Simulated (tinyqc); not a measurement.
# Threshold-voltage variability of a planar MOSFET, analytic estimates: several studies

Three independent sources add in quadrature: random dopants in the depleted layer, metal-gate grains of two orientations, and roughness of the two gate edges acting through the roll-off VT = VT(long) - Vr exp(-L/l). These are first-order estimates: no three-dimensional electrostatics, no percolation.

Inputs (values chosen for the exercise); material values those of a made-up semiconductor: temperature T = 300 K; band gap Eg = 1.36 eV; relative permittivity of the semiconductor eps_r = 12.6; conduction-band density of states at T Nc = 3.15e19 cm^-3; valence-band density of states at T Nv = 3.07e19 cm^-3; channel doping Na = 1.4e18 cm^-3; oxide-equivalent thickness in inversion ti = 1.6 nm; gate length L = 25 nm; gate width W = 33 nm; metal grain size G = 4 nm; work-function difference of the two grain orientations dW = 0.1 eV; share of the orientation of higher work function p = 0.6; rms roughness of one gate edge De = 1.2 nm; correlation length of the roughness La = 10 nm; decay length of the threshold roll-off l = 4.7 nm; prefactor of the roll-off Vr = 2.2 V.

Constants: q = 1.602176634e-19 C, kB = 1.380649e-23 J/K, Vt = kB T/q, eps0 = 8.8541878128e-14 F/cm where lengths are in cm. Results are converted to the units shown.

Each table varies one quantity; the others keep the values above.

## Effect of the channel doping

ni = sqrt(Nc Nv) exp(-Eg/(2 Vt)), Eg in volts; Cox = 3.9 eps0/ti; Wd = sqrt(4 eps0 eps_r Vt ln(Na/ni)/(q Na)); dopants: s1 = (q/Cox) sqrt(Na Wd/(3 L W)). Grains: Ng = L W/G^2 (at least 1), s2 = dW sqrt(p (1 - p)/Ng). Edges, with exponential correlation and u = W/La: the mean gate length has sL^2 = 2 De^2 (2/u)[1 - (1 - exp(-u))/u]; s3 = sL (Vr/l) exp(-L/l). s = sqrt(s1^2 + s2^2 + s3^2). l and Vr are held fixed.

The same in every row: s2 (mV) = 6.8224; s3 (mV) = 2.5484.

Effect of the channel doping:

| Na (cm^-3) | s1 (mV) | s (mV) | s sqrt(L W) (mV um) |
|---|---|---|---|
| 1.5e17 | 18.306 | 19.701 | 0.56588 |
| 2.6e17 | 21.141 | 22.360 | 0.64224 |
| 4.7e17 | 24.680 | 25.732 | 0.73910 |
| 8.2e17 | 28.542 | 29.456 | 0.84606 |
| 1.5e18 | 33.412 | 34.196 | 0.98222 |
| 2.6e18 | 38.562 | 39.244 | 1.1272 |
| 4.5e18 | 44.483 | 45.075 | 1.2947 |
| 8e18 | 51.665 | 52.175 | 1.4986 |

As Na goes from 1.5e17 to 8e18 cm^-3, s rises from 19.7 to 52.2 mV. The dopants are the largest source in the first and the last row. s1 goes on average as Na^(0.26), near the 1/4 expected from Na Wd. For Na = 1.5e17 to 2.6e18 cm^-3 the depletion depth exceeds L, so source and drain share much of the charge and s1 is rough.

## Effect of the correlation length of the roughness

Same model as above.

l and Vr are held fixed.

The same in every row: s1 (mV) = 32.816; s2 (mV) = 6.8224.

Results:

| La (nm) | s3 (mV) | s (mV) | s sqrt(L W) (mV um) |
|---|---|---|---|
| 2 | 1.3126 | 33.544 | 0.96346 |
| 5 | 1.9727 | 33.576 | 0.96439 |
| 20 | 3.0595 | 33.657 | 0.96673 |
| 40 | 3.4212 | 33.692 | 0.96773 |
| 80 | 3.6399 | 33.715 | 0.96839 |
| 160 | 3.7607 | 33.728 | 0.96877 |

Estimate the missing row, La = 10 nm.

Computed row:

| La (nm) | s3 (mV) | s (mV) | s sqrt(L W) (mV um) |
|---|---|---|---|
| 10 | 2.5484 | 33.615 | 0.96551 |

With this row back in the table: As La goes from 2 to 160 nm, s rises from 33.5 to 33.7 mV. The dopants are the largest source in the first and the last row. The edge term s3 rises from 1.31 to 3.76 mV: a longer correlation averages out less along the width. In every row the depletion depth exceeds L, so source and drain share much of the charge and s1 is rough.

## Effect of the gate length

Same model as above.

l and Vr are held fixed.

Effect of the gate length:

| L (nm) | s1 (mV) | s2 (mV) | s3 (mV) | s (mV) | s sqrt(L W) (mV um) |
|---|---|---|---|---|---|
| 15 | 42.365 | 8.8077 | 21.394 | 48.271 | 1.0740 |
| 18 | 38.674 | 8.0403 | 11.300 | 41.086 | 1.0013 |
| 22 | 34.982 | 7.2727 | 4.8247 | 36.054 | 0.97146 |
| 26 | 32.179 | 6.6899 | 2.0600 | 32.931 | 0.96462 |
| 32 | 29.006 | 6.0302 | 0.57470 | 29.631 | 0.96291 |
| 38 | 26.617 | 5.5337 | 0.16033 | 27.187 | 0.96274 |
| 46 | 24.192 | 5.0296 | 0.029228 | 24.710 | 0.96273 |
| 55 | 22.125 | 4.5997 | 0.0043070 | 22.598 | 0.96273 |

Read the table: what changes, and by how much?

As L goes from 15 to 55 nm, s falls from 48.3 to 22.6 mV. The dopants are the largest source in the first and the last row. The product s sqrt(L W) falls from 1.07 to 0.963 mV um: s1 and s2 go as 1/sqrt(L W), so the change comes from s3 alone. For L = 15 to 32 nm the depletion depth exceeds L, so source and drain share much of the charge and s1 is rough.

Program tinyqc, `OMP_NUM_THREADS=1 python tinyqc.py 2090027 2090028 out.jsonl`; Intel Xeon 2.30GHz, shared host, one thread, about 0.01 s.
